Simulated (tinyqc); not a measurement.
What moves the results: band offset from the macroscopic average of a supercell potential. A value that a table varies takes the place of the one given here.

A model of the planar-averaged electrostatic energy of an electron in a periodic cell of N1 periods of A (L1 = N1 n1 h) and N2 periods of B (L2 = N2 n2 h), on z_j = j h: V(z) = f VA + (1 - f) VB + F t(z), VA = V1[0] + V1[1] cos(2 pi z/(n1 h)) + V1[2] cos(4 pi z/(n1 h)), VB the same with V2, n2 and z - L1. f = [tanh(z/w) - tanh((z - L1)/w) + tanh((z - L1 - L2)/w)]/2 + 1/2; t(z) = z - L1/2 in A and (L1/L2)(L1 + L2/2 - z) beyond, so that the cell is periodic.

Running mean over n points, periodic: for odd n the plain mean of the n points centred on j; for even n the n + 1 points with half weight at both ends. The macroscopic average applies the mean over n1 points and then over n2 points.

dEv = Ev(A) - Ev(B) = Ev1 - (dV + Ev2); dEc = Ec(B) - Ec(A) = Eg2 - Eg1 - dEv. The correction of a gap, c = Eg[1] - Eg[0], lowers the valence top by fv c and leaves dV, a ground-state quantity, as it is. Type I: dEv and dEc of one sign; II: opposite signs; III: no overlap of the gaps.

Inputs chosen for the exercise (gaps near those of Si and GaP; the results hold for these values, not for the real material):

| symbol | value | unit | meaning |
|---|---|---|---|
| h | 0.25 | angstrom | grid step |
| n1 | 5 |  | grid points per period of A |
| n2 | 6 |  | grid points per period of B |
| V1 | (-6.63, 1.03, -0.53) | eV | mean and two harmonics of the potential in A |
| V2 | (-11.66, 3.31, -0.46) | eV | the same in B |
| w | 0.32 | angstrom | width of the interfaces |
| N1 | 4 |  | periods of A |
| N2 | 4 |  | periods of B |
| F | 0 | eV/angstrom | slope in A from opposite charges on the two interfaces |
| Ev1 | 3.84 | eV | valence top of bulk A above its mean potential |
| Eg1 | (0.58, 1.18) | eV | gap of A: semi-local value, corrected value |
| Ev2 | 7.98 | eV | valence top of bulk B above its mean potential |
| Eg2 | (1.63, 2.3) | eV | gap of B: semi-local value, corrected value |

## How thick the regions must be

N1 = N2 = N, no slope (F = 0); dV is read at j = floor(N n1/2) and N n1 + floor(N n2/2). The exact value is V2[0] - V1[0].

Results:

| N | L1 (angstrom) | dV (eV) | error (meV) |
|---|---|---|---|
| 1 | 1.25 | -2.5185 | 2511.54 |
| 2 | 2.50 | -4.7157 | 314.29 |
| 3 | 3.75 | -5.0242 | 5.81 |
| 4 | 5.00 | -5.0299 | 0.15 |
| 5 | 6.25 | -5.0300 | 0.00 |
| 6 | 7.50 | -5.0300 | 0.00 |

The error is below 10 meV from N = 3 on. The two windows together span 2.75 angstrom and must fit between the interface tails, which fall as exp(-2 z/w); the errors at N = 2, 3 and 4 are 314.29, 5.81 and 0.15 meV.

## The choice of windows

dV read at j = 10 and 32 after means over the numbers of points listed; ripple is the spread over the five points around each.

Results:

| windows | dV (eV) | ripple in A (meV) | ripple in B (meV) |
|---|---|---|---|
| none | -2.680 | 1744 | 4275 |
| 5 only | -4.276 | 0 | 1131 |
| 6 only | -4.864 | 270 | 0 |
| 6, 7 | -5.059 | 62 | 0 |
| 5, 6 | -5.030 | 2 | 0 |

Which rows can be used, and how does a wrong window show?

The last row matches both periods and lies 0 meV from the value of a thick cell, V2[0] - V1[0] = -5.030 eV. Against it the raw potential errs by +2.35 eV. No other row is within 20 meV of it. A window one point too long leaves a ripple of 270 meV in A, against 2 meV in the last row: the ripple is the sign to look for. Rows to use, with under 30 meV of ripple in both regions once the tilt is taken off: 5, 6. A row with a large ripple can hit the right value only by chance.

## Where the gap correction goes

dV = B - A = -5.0299 eV

fv1 and fv2 are varied.

Offsets (eV):

| fv1 | fv2 | dEv | dEc |
|---|---|---|---|
| 0.0 | 0.0 | 0.890 | 0.230 |
| 0.5 | 0.5 | 0.925 | 0.195 |
| 1.0 | 1.0 | 0.960 | 0.160 |
| 0.0 | 1.0 | 1.560 | -0.440 |
| 1.0 | 0.0 | 0.290 | 0.830 |
| 0.3 | 0.7 | 1.179 | -0.059 |

dEv + dEc = 1.120 eV in every row, but dEv alone spans 1.27 eV, the sum of the two corrections. A scissor on the conduction bands alone (first row) keeps the semi-local dEv; with equal shares fv the shift is fv times the difference of the corrections, +0.07 eV, against their sum of 1.27 eV: most of the error cancels if the shares are alike.

(tinyqc, `OMP_NUM_THREADS=1 python tinyqc.py 1850622 1850623 out.jsonl`, Intel(R) Xeon(R) Processor @ 2.30GHz, 1 thread, shared host, about 0.01 s.)
